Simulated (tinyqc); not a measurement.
MOSFET in the linear regime without short-channel effects, parameter extraction from computed curves: two steps of the calculation.

Inversion charge Q = Cox n Vt W0(exp((Vg - VT)/(n Vt))), W0 the Lambert function and n = nf; u = Q/Cox; mobility mu = mu0/(1 + th1 u + th2 u^2); channel resistance Rch = (L - dL)/(W mu Q); Id = Vd/(Rch + Rsd/W). Cox = eps0 eox/tox. Small Vd, no channel-length or drain effects.

Parameters, values chosen for the exercise; channel values of the order met in silicon transistors: temperature T = 300 K; relative permittivity of the gate insulator (close to zirconium oxide) eox = 25.5; insulator thickness tox = 9.3 nm; low-field mobility mu0 = 190 cm^2/(V s); first mobility attenuation factor th1 = 0.15 1/V; second mobility attenuation factor th2 = 0 1/V^2; threshold voltage VT = 0.59 V; body factor nf = 1.12; gate width W = 1 um; drawn gate length L = 0.051 um; drawn less effective length dL = 0.003 um; source plus drain resistance Rsd = 140 ohm um; drain voltage Vd = 0.025 V.

Constants: q = 1.602176634e-19 C, kB = 1.380649e-23 J/K, Vt = kB T/q, eps0 = 8.8541878128e-14 F/cm where lengths are in cm. Results are converted to the units shown.

Question 1. Transfer curve. u, mu, Rch and Id as defined.

Vg, point 0 to 11 (V): 0.29  0.44  0.59  0.74  0.89  1.04  1.19  1.34  1.49  1.64  1.79  1.94

Find: u; mu; Rch; Id.

Answer 1.

```
point     u (V)  mu (cm^2/(V s))  Rch (ohm)   Id (uA)
0      9.160e-7            190.0    1.136e8  2.201e-4
1      1.620e-4            190.0    6.426e5   0.03890
2       0.01642            189.5       6353     3.851
3        0.1111            186.9      952.5     22.88
4        0.2389            183.4      451.2     42.29
5        0.3758            179.9      292.5     57.80
6        0.5166            176.3      217.1     70.02
7        0.6595            172.9      173.4     79.77
8        0.8038            169.6      145.1     87.70
9        0.9490            166.3      125.3     94.25
10        1.095            163.2      110.7     99.74
11        1.241            160.2      99.45     104.4
```

Question 2. Threshold and mobility at the peak transconductance. gm_i = (Id_(i+1) - Id_(i-1))/(Vg_(i+1) - Vg_(i-1)); at the point j of largest gm the tangent meets the axis at V_ext = Vg_j - Id_j/gm_j; field-effect mobility gm_j L/(W Cox Vd) with the drawn L.

```
point  Vg (V)       Id (uA)
0        0.29  2.2006664e-4
1        0.44   0.038898711
2        0.59     3.8505928
3        0.74     22.883856
4        0.89     42.287495
5        1.04     57.800320
6        1.19     70.017693
7        1.34     79.771459
8        1.49     87.696675
9        1.64     94.245275
10       1.79     99.738271
11       1.94     104.40697
```

Give: gm; j; V_ext; field-effect mobility.

Answer 2.

gm, point 1 to 10 (uS): 12.83  76.15  128.1  116.4  92.43  73.24  58.93  48.25  40.14  33.87
j = 3
V_ext = 0.5614 V
field-effect mobility = 107.7 cm^2/(V s)

V_ext is 29 mV below the model VT, and the mobility so found is 47 % below mu0 L/(L - dL) = 202 cm^2/(V s), the value for the drawn L; attenuation, series resistance and the slow approach of Q to a straight line all lower the peak gm.

Computed by the program tinyqc: `OMP_NUM_THREADS=1 python tinyqc.py 2210082 2210083 out.jsonl`, one thread of a shared Intel Xeon 2.30GHz, about 0.01 s for the whole run.
